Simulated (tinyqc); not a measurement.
## Doping and barrier from two capacitances

Inverse problem. A Schottky diode on a uniformly doped n-type layer obeys (A/C)^2 = 2 (Vbi - V - Vt)/(q eps0 eps_r Nd) in reverse bias, with phiB = Vbi + Vt ln(Nc/Nd) and image force ignored. Find Nd, Vbi and phiB.

Inputs (values chosen for the exercise); band and dielectric values those of a made-up semiconductor:
```
symbol    value   unit                                 meaning
T           450      K                             temperature
eps_r      11.2                          relative permittivity
Nc      4.12e19  cm^-3  conduction-band density of states at T
A       0.00031   cm^2                              diode area
```

Constants: q = 1.602176634e-19 C, kB = 1.380649e-23 J/K, Vt = kB T/q, eps0 = 8.8541878128e-14 F/cm where lengths are in cm. Results are converted to the units shown.

C at V = -0.2 and -3.8 V (pF): [5.2194795, 2.4419744]

Answer. The slope of (A/C)^2 against -V gives Nd, the intercept Vbi - Vt, and the Fermi-level depth Vt ln(Nc/Nd) is added for the barrier.

Nd = 3.60e15 cm^-3
Vbi = 0.848 V
phiB = 1.21 eV

tinyqc, about 0.04 s, one thread, Intel Xeon 2.30GHz (shared host): `OMP_NUM_THREADS=1 python tinyqc.py 2020103 2020104 out.jsonl`
